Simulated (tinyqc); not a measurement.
# Random telegraph noise from one oxide trap in a small MOSFET: two studies

An acceptor-like trap exchanges electrons with the channel. Inversion charge Q = Cox u, u = n Vt W0(exp((Vg - VT)/(n Vt))), W0 the Lambert function, n = nf, Cox = eps0 eox/tox; linear regime Id = (W/L) mu Q Vd. Relative to threshold the surface potential rises by Vt ln(u/u0) and the oxide voltage by the rest of Vg - VT, with u0 = n Vt W0(1).

Parameters, values chosen for the exercise; values of the order met in silicon transistors:
- T = 300 K (temperature)
- eox = 3.9 (relative permittivity of the gate insulator (close to silicon dioxide))
- tox = 4.4 nm (insulator thickness)
- xt = 1.1 nm (depth of the trap from the channel interface)
- E0 = 0.2 eV (trap level above the channel Fermi level at threshold)
- s0 = 3e-16 cm^2 (capture prefactor)
- EB = 0.53 eV (capture barrier (lattice relaxation))
- lt = 0.12 nm (tunnelling decay length)
- vth = 2.1e7 cm/s (thermal velocity)
- zi = 1.5 nm (thickness of the inversion layer)
- VT = 0.39 V (threshold voltage)
- nf = 1.1 (body factor)
- W = 180 nm (gate width)
- L = 29 nm (gate length)
- mu = 150 cm^2/(V s) (mobility)
- asc = 0 V s (scattering coefficient of the charged trap)
- Vd = 0.05 V (drain voltage)
- Vg = 0.95 V (gate voltage)

Constants: q = 1.602176634e-19 C, kB = 1.380649e-23 J/K, Vt = kB T/q, eps0 = 8.8541878128e-14 F/cm where lengths are in cm. Results are converted to the units shown.

Each table varies one quantity; the others keep the values above.

## Time constants and noise against gate voltage

N = Cox u/q; dpsi = Vt ln(u/u0); E = E0 - dpsi - (xt/tox)(Vg - VT - dpsi); capture time tc = 1/[(N/zi) vth s0 exp(-xt/lt - EB/Vt)]; emission time te = tc exp(-E/Vt); occupancy te/(tc + te). A = W L; threshold step dV = q (1 - xt/tox)/(Cox A); gm/Id = 1/(u + n Vt); relative step dI/I = (gm/Id) dV + asc mu/A. fc = (1/tc + 1/te)/(2 pi); rms = (dI/I) sqrt(tc te)/(tc + te).

Time constants and noise against gate voltage:
```
Vg (V)    E (eV)  tc (s)  te (s)  occupancy  dI/I (%)   fc (Hz)  rms dI/I (%)
0.69     0.07270   155.7   9.353    0.05668     1.095   0.01804        0.2532
0.75     0.05374   126.9   15.88     0.1112    0.9108   0.01128        0.2863
0.81     0.03540   106.9   27.17     0.2027    0.7777  0.007347        0.3127
0.87     0.01753   92.13   46.77     0.3367    0.6775  0.005130        0.3202
0.93    3.421e-7   80.88   80.88     0.5000    0.5995  0.003936        0.2998
0.99    -0.01725   72.02   140.4     0.6609    0.5373  0.003344        0.2544
1.05    -0.03428   64.87   244.3     0.7902    0.4865  0.003105        0.1981
1.11    -0.05112   58.99   426.1     0.8784    0.4443  0.003072        0.1452
1.17    -0.06781   54.06   744.8     0.9323    0.4086  0.003158        0.1026
```

What does the table show?

tc falls from 156 to 54.1 s as the channel fills and te rises from 9.35 to 745 s; they are equal at Vg = 0.930 V, where E = 0. The rms noise goes from 0.253 through a maximum of 0.320 (at Vg = 0.87 V among the rows listed) to 0.103 %. The slope -Vt d ln(tc/te)/dVg is 0.316 between the first two rows and 0.278 between the last two; it tends to xt/tox = 0.250 only when the surface potential stops moving.

## Effect of the gate length

Same model as above.

The same in every row: E (eV) = -0.005777; tc (s) = 77.70; te (s) = 97.16; occupancy = 0.5556; fc (Hz) = 0.003687.

Results:
```
L (nm)  dI/I (%)  rms dI/I (%)
15         1.116        0.5546
25        0.6697        0.3328
41        0.4083        0.2029
110       0.1522       0.07563
180      0.09301       0.04622
300      0.05581       0.02773
500      0.03348       0.01664
```

Estimate the missing row, L = 67 nm.

Computed row:
```
L (nm)  dI/I (%)  rms dI/I (%)
67        0.2499        0.1242
```

With this row back in the table: As L goes from 15 to 500, tc stays at 77.7 s, te stays at 97.2 s and dI/I falls from 1.12 to 0.0335 %. The step goes as 1/(W L), while the times do not depend on the size.

Range of the model: VT is taken as given; short-channel effects and the uneven flow of current among few electrons are left out.

Program tinyqc, `OMP_NUM_THREADS=1 python tinyqc.py 2710042 2710043 out.jsonl`; Intel Xeon 2.30GHz, shared host, one thread, about 0.01 s.
